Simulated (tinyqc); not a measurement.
ESD clamp with bipolar snapback, compact model and design window: two steps of the calculation.

The drain junction multiplies the current that enters it: Igen = (M - 1)(Ic + I0), M = 1/(1 - (Vj/BV)^n). The generated holes leave through the substrate resistance and the base of the parasitic npn: Igen = Vb/Rb + Ic/be, Ic = Is exp(Vb/Vt). Terminal current I = Ic + I0 + Igen and voltage V = Vj + I Ro, per width. Isothermal, constant gain.

Inputs (values chosen for the exercise); values close to those of grounded-gate n-channel clamps: temperature T = 300 K; junction breakdown voltage BV = 11.2 V; exponent of the multiplication n = 4; current gain of the parasitic npn be = 4.8; saturation current Is = 3.8e-17 A/um; junction leakage I0 = 2.1e-11 A/um; substrate resistance Rb = 23000 ohm um; drain ballast and contact resistance Ro = 120 ohm um; failure current for 100 ns It2 = 5.9 mA/um; finger width Wf = 20 um; number of fingers Nf = 4; human-body-model level Lv = 2 kV; oxide breakdown voltage for 100 ns Vox = 10.3 V; supply voltage Vdd = 2.5 V.

Constants: q = 1.602176634e-19 C, kB = 1.380649e-23 J/K, Vt = kB T/q. Results are converted to the units shown.

Problem 1. Base voltage at the failure current. I(Vb) = Ic (1 + 1/be) + I0 + Vb/Rb, I' = Ic (1 + 1/be)/Vt + 1/Rb; Newton steps on ln I: Vb(new) = Vb - ln(I/It2) I/I'. V follows from the introduction.

Vb at the start = 0.74 V

Find: I; V; I'; Vb after iteration 1.

Solution 1.

I = 0.1562 mA/um
V = 8.589 V
I' = 4.840 mS/um
Vb after iteration 1 = 0.8572 V

Problem 2. Design window and human-body level. Human-body model: 100 pF through 1500 ohm, peak current about (level - Vt2)/1500 ohm, decay time 150 ns. All fingers turn on before the first fails if Vt2 > Vt1; then the clamp carries Nf Wf It2, otherwise in the worst case Wf It2. Margins: Vh - 1.1 Vdd against latching in operation, Vox - max(Vt1, Vt2) for the protected oxide.

Vt1 = 11.202156 V
Vh = 7.5909081 V
Vt2 = 7.9780748 V

Wanted: peak current; current the clamp carries; level it withstands; holding margin; oxide margin.

Solution 2.

peak current = 1.3280 A
current the clamp carries = 0.11800 A
level it withstands = 0.18498 kV
holding margin = 4.8409 V
oxide margin = -0.90216 V

Uniform turn-on is not assured; the clamp fails the level. The oxide margin is negative.

Program tinyqc, `OMP_NUM_THREADS=1 python tinyqc.py 2670005 2670006 out.jsonl`; Intel Xeon 2.30GHz, shared host, one thread, about 0.01 s.
